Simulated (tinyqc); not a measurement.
Inside a calculation. Method: extended Hueckel theory, for BeH2+. The parameters take no account of the charge, which enters only through the electron count. One step of it, computed by the program tinyqc.

Task: Mulliken analysis. P = C n C^T; charge = valence electrons (H 1, Be 2) minus the sum of (P S)_ii on the atom; overlap population = 2 sum P_ij S_ij between two atoms.

coefficients, order 1Be 2s, 1Be 2px, 1Be 2py, 1Be 2pz, 2H 1s, 3H 1s:
```
[[0.435431, 0.008386, 0.000000, 0.000000, 1.170495, -0.087027],
 [0.000000, 0.000000, 0.914148, 0.405380, 0.000000, 0.000000],
 [-0.006938, 0.333127, 0.000000, 0.000000, 0.069651, 1.484382],
 [0.000000, 0.000000, -0.405380, 0.914148, 0.000000, 0.000000],
 [0.460200, 0.533567, 0.000000, 0.000000, -0.772250, -0.902337],
 [0.483872, -0.503015, 0.000000, 0.000000, -0.696697, 1.013293]]
```

occupations: [2.000000, 1.000000, 0.000000, 0.000000, 0.000000, 0.000000]

overlap S, order 1Be 2s, 1Be 2px, 1Be 2py, 1Be 2pz, 2H 1s, 3H 1s:
```
[[1.000000, 0.000000, 0.000000, 0.000000, 0.422279, 0.437852],
 [0.000000, 1.000000, 0.000000, 0.000000, 0.000000, 0.000000],
 [0.000000, 0.000000, 1.000000, 0.000000, 0.521171, -0.532544],
 [0.000000, 0.000000, 0.000000, 1.000000, 0.000000, 0.000000],
 [0.422279, 0.000000, 0.521171, 0.000000, 1.000000, 0.023459],
 [0.437852, 0.000000, -0.532544, 0.000000, 0.023459, 1.000000]]
```

Give: charges; Overlap populations.

Result:

charges: [0.9738, 0.0272, -0.0009]

Overlap populations:
```
pair     value
2-1   0.520867
3-1   0.550941
3-2   0.008303
```
